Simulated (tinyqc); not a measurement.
Deep-level transient spectroscopy (DLTS) of one majority-carrier trap: one step, computed by the program tinyqc. Command: `OMP_NUM_THREADS=1 python tinyqc.py 3031871 3031872 out.jsonl dlts walk`. One thread of a shared host (Intel(R) Xeon(R) Processor @ 2.30GHz), about 0.07 s of CPU time with the checks.

A filling pulse loads the traps in a one-sided junction; under reverse bias they empty at the rate e, and the capacitance relaxes as C(t) = C_0 - dC exp(-e t). The signal is S = [C(t_2) - C(t_1)]/dC.

Problem. Peaks for six windows. e = g sigma v N_b exp(-E/k_B T), v = sqrt(3 k_B T/m), N_b = 2 M (2 pi m k_B T/h^2)^(3/2), sigma = sigma_0, E = E_t. S(e) = exp(-e t_1) - exp(-e t_2) peaks at the rate window e_0 = ln(t_2/t_1)/(t_2 - t_1). t_1 is scaled by 0.1, 0.3, 1, 3, 10 and 30 at fixed t_2/t_1; each T_p by bisection.

Inputs (values chosen for the exercise, with mass and screening modelled on ZnSe):

| quantity | value | unit |
|---|---|---|
| density-of-states mass m | 0.151 | m_0 |
| valleys M | 1 | - |
| trap depth E_t | 0.479 | eV |
| cross-section sigma_0 | 4.8e-14 | cm^2 |
| degeneracy ratio g | 2 | - |
| gate time t_1 | 0.001 | s |
| ratio t_2/t_1 | 2.5 | - |

Carriers: electrons. Extra term: none.

Constants: k_B = 8.617333262e-05 eV/K; k_B = 1.380649e-23 J/K; m_0 = 9.1093837015e-31 kg; h = 6.62607015e-34 J s.

Give: Arrhenius data.

Solution.

Arrhenius data:

| t_1 (s) | e_0 (1/s) | T_p (K) | 1/(k_B T_p) (1/eV) | ln(e_0/T_p^2) |
|---|---|---|---|---|
| 0.0001 | 6108.6 | 275.33 | 42.147 | -2.5185 |
| 0.0003 | 2036.2 | 262.32 | 44.239 | -3.5203 |
| 0.0010 | 610.9 | 249.34 | 46.540 | -4.6228 |
| 0.0030 | 203.6 | 238.54 | 48.649 | -5.6328 |
| 0.0100 | 61.1 | 227.68 | 50.968 | -6.7436 |
| 0.0300 | 20.4 | 218.58 | 53.091 | -7.7606 |
